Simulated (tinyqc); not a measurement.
Inside a calculation. Model: time-domain thermoreflectance: layered heat flow under a modulated pulse train, and what the signal ratio measures. Computed by tinyqc, a small Python program that keeps every step. Command: `OMP_NUM_THREADS=1 python tinyqc.py 3113733 3113734 out.jsonl tdtr walk`. One thread of a shared host (Intel(R) Xeon(R) Processor @ 2.30GHz), about 0.1 s of CPU time with the checks. Intermediate numbers are printed to about 5 digits and carried at full precision; extremes and crossings named in words are read from the listed rows.

Pulses repeat at 80 MHz; heat is laid down at the surface, all layers are isotropic.

Inputs (values chosen for the exercise, modelled on aluminium on GaN):

| quantity | value | unit |
|---|---|---|
| metal thickness d | 120 | nm |
| metal conductivity | 130 | W/(m K) |
| metal heat capacity | 2.42 | MJ/(m^3 K) |
| boundary conductance G under the metal | 59 | MW/(m^2 K) |
| substrate conductivity kappa | 169 | W/(m K) |
| substrate heat capacity C | 2.58 | MJ/(m^3 K) |
| modulation frequency f | 5 | MHz |
| spot radius w (1/e^2, pump and probe) | 3.8 | micrometre |
| delay t | 140 | ps |

Stack: metal, substrate.

## Length and time scales

Penetration depth sqrt(kappa/(pi f C)); effusivity sqrt(kappa C); cooling time of the metal d C_m/G; Kapitza length kappa/G.

penetration depth = 2.0421 micrometre

effusivity = 20881 W s^(1/2)/(m^2 K)

cooling time of the metal = 4922.0 ps

Kapitza length = 2864.4 nm

depth over spot radius = 0.53739

The penetration depth is not small against the spot, so radial spreading in the substrate matters at f.

## Impedance at k = 0 and the modulation frequency

For radial wave number k and angular frequency W each layer has u = sqrt(4 pi^2 k^2 + i W C/kappa) and gamma = kappa u. Surface impedance from below: Z = 1/gamma for the substrate; a layer of thickness L maps Z to (Z + tanh(u L)/gamma)/(1 + gamma Z tanh(u L)); a boundary adds 1/G. Take k = 0 and W = 2 pi f.

Z of the substrate = 6.0417-6.0417i m^2 K/GW

Z at the surface = 20.699-9.835i m^2 K/GW

## Response at the modulation frequency

Response per absorbed watt H(W) = 2 pi int_0^(2/w) Z(k, W) exp(-pi^2 k^2 w^2) k dk by 20 Gauss-Legendre points.

H(2 pi f) = 0.44413-0.16400i K/mW

phase of H(2 pi f) = -20.267 degrees

## Signal at one delay

Signal: X + iY = sum_(m = -M..M) H(2 pi (f + m f_r)) exp(i 2 pi m f_r t) exp(-pi (m/M)^2 x 4), f_r = 80 MHz, M = 4000, with H(-W) the complex conjugate of H(W); V_in = X, V_out = Y, ratio = -V_in/V_out.

V_in = 1.0788 K/mW

V_out = -0.14407 K/mW

ratio -V_in/V_out = 7.4878

## Ratio and sensitivities against delay

Sensitivity S = ln(ratio'/ratio)/ln(1.01) for a rise of one input by 1 %.

Ratio and sensitivities:

| t (ps) | ratio | S to kappa | S to G | S to d | S to C | S to w |
|---|---|---|---|---|---|---|
| 100 | 7.8406 | 0.49097 | 0.48855 | -0.8796 | 0.20086 | -0.52293 |
| 200 | 7.2666 | 0.48158 | 0.45537 | -1.1129 | 0.19509 | -0.51054 |
| 400 | 6.7748 | 0.46524 | 0.40125 | -1.0493 | 0.18628 | -0.48907 |
| 800 | 5.9715 | 0.43815 | 0.31044 | -0.9156 | 0.17093 | -0.45378 |
| 1500 | 4.9272 | 0.40357 | 0.18809 | -0.7359 | 0.14945 | -0.40912 |
| 2500 | 3.9105 | 0.37165 | 0.06044 | -0.5509 | 0.12601 | -0.36828 |
| 4000 | 2.9373 | 0.34450 | -0.07682 | -0.3567 | 0.09893 | -0.33450 |

The largest sensitivity in size at 100 ps is to d (-0.88). At 400 ps an error of 3 % in d passes on as 7 % in kappa.

Checks made by the program: steady rise of a bare substrate, 1/(2 sqrt(pi) w kappa), from the same quadrature (relative difference below 1e-10).
